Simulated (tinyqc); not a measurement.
# Worked calculation: strained alloy layer of InP and GaP on (001) GaAs, model-solid band line-up

Program tinyqc, `OMP_NUM_THREADS=1 python tinyqc.py 2690088 2690089 out.jsonl`; Intel Xeon 2.30GHz, shared host, one thread, about 0.01 s. Printed values are rounded.

The layer is x parts of the first compound and 1 - x of the second, grown coherently on the third as substrate and barrier. Rows of the table: lattice constant a, average valence level Ea on an absolute scale, spin-orbit splitting so, gaps at Gamma, X and L, hydrostatic deformation potentials av and ac (Gamma), shear potential b, elastic constants, electron and heavy-hole (along z) masses. All are interpolated linearly in x; gaps get -C x (1 - x), taken wholly in the conduction band; real line-ups can differ from this model by 0.1 eV or more.

Values chosen for this exercise:
```
symbol,value,unit,meaning
x,0.47,,fraction of the first compound in the layer
CG,0.65,eV,bowing of the Gamma gap
CX,0.2,eV,bowing of the X gap
CL,1.03,eV,bowing of the L gap
```

## Relaxed alloy and strain

Binary compounds, values chosen for the exercise:
```
              close to InP  close to GaP  close to GaAs
a (angstrom)         5.869         5.451          5.653
Ea (eV)              -7.04          -7.4          -6.92
so (eV)              0.109        0.0798           0.34
EG (eV)               1.34           2.8           1.43
EX (eV)               2.17          2.23           1.89
EL (eV)               1.95          2.59           1.71
av (eV)               1.26          1.68           1.16
ac (eV)              -4.98         -7.24          -7.24
b (eV)               -1.68         -1.79          -1.68
c11 (GPa)              101           141            119
c12 (GPa)             56.8          61.7           54.3
me (m0)             0.0804          0.13         0.0667
mh (m0)              0.536         0.331          0.347
```

In-plane strain e = (a_substrate - a)/a, e_z = -2 (c12/c11) e, volume change 2 e + e_z.

a = 5.647460 angstrom
Gamma gap = 1.951885 eV
X gap = 2.151980 eV
L gap = 2.032627 eV
e = 0.09809720 %
e_z = -0.09536300 %
volume change = 0.1008314 %

The relaxed alloy has its lowest gap at Gamma (direct). The layer is under tensile in-plane strain.

## Band edges and offsets

In-plane strain e = (a_substrate - a)/a, e_z = -2 (c12/c11) e, volume change 2 e + e_z. With v = 2 e + e_z and d = 2 b (e_z - e): Eav = Ea + av v; E_hh = Eav + so/3 - d/2; E_lh = Eav - so/6 + d/4 + sqrt(so^2 + so d + 9 d^2/4)/2; E_c = Ea + so/3 + EG + ac v (Gamma). Substrate: E_v = Ea + so/3, E_c = E_v + EG. Well depths: dEc = E_c(substrate) - E_c, dEhh = E_hh - E_v(substrate), dElh likewise; strained Gamma gap E_c - max(E_hh, E_lh); positive values confine carriers in the layer.

d = 0.006725837 eV
E_hh = -7.201493 eV
E_lh = -7.194535 eV
E_c = -5.253969 eV
strained Gamma gap = 1.940565 eV
dEc = -0.1226972 eV
dEhh = -0.3948267 eV
dElh = -0.3878679 eV

The light-hole band lies on top, by 6.96 meV. At Gamma the line-up is type I, the layer is a barrier for both carriers.

## Critical thickness

In-plane strain e = (a_substrate - a)/a. Matthews-Blakeslee for 60-degree dislocations in a single layer: hc = k (ln(hc/bv) + 1), k = bv (1 - nu/4)/(4 pi |e| (1 + nu)), nu = c12/(c11 + c12), bv = a/sqrt(2); the larger root.

nu = 0.3270814
bv = 0.3993357 nm
hc = 156.2086 nm

The layer, Lw = 9.6 nm, is thinner than hc, so it stays coherent by this criterion.
